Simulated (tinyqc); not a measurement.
Fully depleted semiconductor-on-insulator film with two gates, non-linear Poisson equation by Newton steps: charge against front-gate voltage.

One dimension across the film, front interface at x = 0, back interface at x = ts. psi is counted from the intrinsic level, n = ni exp(psi/Vt) (source grounded), holes neglected, acceptors ionised. Gates act through Cox = eps0 eox/tox and Cbox = 3.9 eps0/tb with potentials G1 = Vg - (phiM - chi - Vt ln(Nc/ni)) and G2 = Vb - (phiB - chi - Vt ln(Nc/ni)). Classical Boltzmann densities, no interface charge, no depletion in the back plane.

ni = sqrt(Nc Nv) exp(-Eg/(2 Vt)), Eg in volts. The Poisson equation eps0 eps_r d2psi/dx2 = q (n + Na), with -eps0 eps_r dpsi/dx = Cox (G1 - psi) at x = 0 and eps0 eps_r dpsi/dx = Cbox (G2 - psi) at x = ts, is solved on 300 equal intervals with half boxes at both ends; N_inv is the trapezoid sum of n. Swing = ln 10/(d ln N_inv/dVg); the last column is (dN_inv/dVb)/(dN_inv/dVg).

Parameters, values chosen for the exercise; band and dielectric values close to those of silicon:
```
symbol,value,unit,meaning
T,400,K,temperature
Eg,1.14,eV,band gap
eps_r,11.6,,relative permittivity
Nc,4.28e19,cm^-3,conduction-band density of states at T
Nv,4.14e19,cm^-3,valence-band density of states at T
chi,4.01,eV,electron affinity
eox,3.9,,relative permittivity of the gate insulator (close to silicon dioxide)
tox,3.7,nm,insulator thickness
ts,26,nm,film thickness
tb,98,nm,buried-oxide thickness (eps_r 3.9)
Na,1e15,cm^-3,acceptor density of the film
phiM,4.22,eV,work function of the front gate
phiB,5.06,eV,work function of the back plane
Vb,0,V,back-gate voltage
```

Constants: q = 1.602176634e-19 C, kB = 1.380649e-23 J/K, Vt = kB T/q, eps0 = 8.8541878128e-14 F/cm where lengths are in cm. Results are converted to the units shown.

Charge against front-gate voltage:
```
Vg (V)	psi front (V)	psi back (V)	N_inv (cm^-2)	centroid/ts	swing (mV/decade)	q dN_inv/dVg over Cox	back/front leverage
-0.35	-0.00626	-0.0455	3.58e6	0.407	85.0	1.66e-5	0.0703
-0.2	0.139	0.0876	2.09e8	0.381	84.9	9.74e-4	0.0679
-0.05	0.282	0.218	1.15e10	0.352	91.1	0.0497	0.0651
0.1	0.396	0.302	2.02e11	0.290	189	0.424	0.0568
0.25	0.460	0.326	7.00e11	0.216	408	0.678	0.0482
0.4	0.498	0.334	1.35e12	0.168	674	0.790	0.0439
0.55	0.525	0.337	2.06e12	0.137	963	0.847	0.0417
0.7	0.545	0.339	2.82e12	0.116	1.26e3	0.882	0.0404
0.85	0.561	0.340	3.60e12	0.101	1.57e3	0.904	0.0396
```

What does the table show?

N_inv passes 1e11 cm^-2 at Vg = 0.0508 V. The swing starts at 85.0 mV a decade, against (1 + k) Vt ln 10 = 82.1 for a front channel with k = Cs Cbox/(Cox (Cs + Cbox)) = 0.0347, Cs = eps0 eps_r/ts; above threshold this column is no longer a subthreshold swing. The centroid falls from 0.407 to 0.101 of ts and the leverage of the back gate falls from 0.0703 to 0.0396. For Vg = 0.7, 0.85 the density at an interface exceeds 0.3 Nc, where Boltzmann statistics fail. For Vg = 0.85 the classical centroid lies within 3 nm of an interface, where confinement, left out, would push it away.

tinyqc, about 0.5 s, one thread, Intel Xeon 2.30GHz (shared host): `OMP_NUM_THREADS=1 python tinyqc.py 2190111 2190112 out.jsonl`
